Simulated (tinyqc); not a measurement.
Random telegraph noise from one oxide trap in a small MOSFET: two steps of the calculation.

An acceptor-like trap exchanges electrons with the channel. Inversion charge Q = Cox u, u = n Vt W0(exp((Vg - VT)/(n Vt))), W0 the Lambert function, n = nf, Cox = eps0 eox/tox; linear regime Id = (W/L) mu Q Vd. Relative to threshold the surface potential rises by Vt ln(u/u0) and the oxide voltage by the rest of Vg - VT, with u0 = n Vt W0(1).

Values chosen for this exercise; values of the order met in silicon transistors: temperature T = 350 K; relative permittivity of the gate insulator (close to silicon dioxide) eox = 3.9; insulator thickness tox = 1.5 nm; depth of the trap from the channel interface xt = 0.21 nm; body factor nf = 1.14; gate width W = 180 nm; gate length L = 59 nm; mobility mu = 210 cm^2/(V s); scattering coefficient of the charged trap asc = 0 V s; drain voltage Vd = 0.02 V.

Constants: q = 1.602176634e-19 C, kB = 1.380649e-23 J/K, Vt = kB T/q, eps0 = 8.8541878128e-14 F/cm where lengths are in cm. Results are converted to the units shown.

Question 1. Step height. A = W L; threshold step dV = q (1 - xt/tox)/(Cox A); gm/Id = 1/(u + n Vt); relative step dI/I = (gm/Id) dV + asc mu/A. Id as defined.

u = 0.59213950 V
N = 8.5081613e12 cm^-2

Wanted: electrons in the channel N A; dV; gm/Id; number part of dI/I; dI/I; Id; dI.

Answer 1.

electrons in the channel N A = 903.57
dV = 0.56359 mV
gm/Id = 1.5961 1/V
number part of dI/I = 0.089955 %
dI/I = 0.089955 %
Id = 17.467 uA
dI = 15.712 nA

Question 2. Lorentzian spectrum. Spectrum S(f) = 4 dI^2/{(tc + te)[(1/tc + 1/te)^2 + (2 pi f)^2]}; corner fc = (1/tc + 1/te)/(2 pi); variance dI^2 tc te/(tc + te)^2. Give S at f = 0, at fc and at 10 fc.

tc = 0.0032373863 s
te = 0.0027551497 s
dI = 15.712358 nA

Wanted: fc; S(0); S(fc); S(10 fc); rms current.

Answer 2.

fc = 106.93 Hz
S(0) = 3.6508e-19 A^2/Hz
S(fc) = 1.8254e-19 A^2/Hz
S(10 fc) = 3.6147e-21 A^2/Hz
rms current = 7.8307 nA

The rms value is 0.498 of the step; it reaches its largest share, 1/2, when tc = te.

Range of the model: VT is taken as given; short-channel effects and the uneven flow of current among few electrons are left out.

tinyqc, about 0.01 s, one thread, Intel Xeon 2.30GHz (shared host): `OMP_NUM_THREADS=1 python tinyqc.py 2710080 2710081 out.jsonl`
